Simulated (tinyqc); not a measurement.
# Bulk resistivity and mean free path from two films

Inverse problem. In the thick-film limit single-crystal films obey rho = rho0 (1 + 3 (1 - ps) lam/(8 d)). Find rho0, lam and the product rho0 lam.

Values chosen for this exercise:
- ps = 0 (specular share of surface scattering)

rho at d = 86 and 250 nm (uohm cm): [1.9605509, 1.7699495]

Answer. rho is a straight line in 1/d: the intercept is rho0 and the slope (3/8)(1 - ps) rho0 lam. Without ps only the product (1 - ps) lam could be found.

rho0 = 1.67 uohm cm
lam = 39.9 nm
rho0 lam = 66.6 uohm cm nm

Numbers from tinyqc (`OMP_NUM_THREADS=1 python tinyqc.py 2100110 2100111 out.jsonl`; about 0.01 s on one thread of a shared Intel Xeon 2.30GHz).
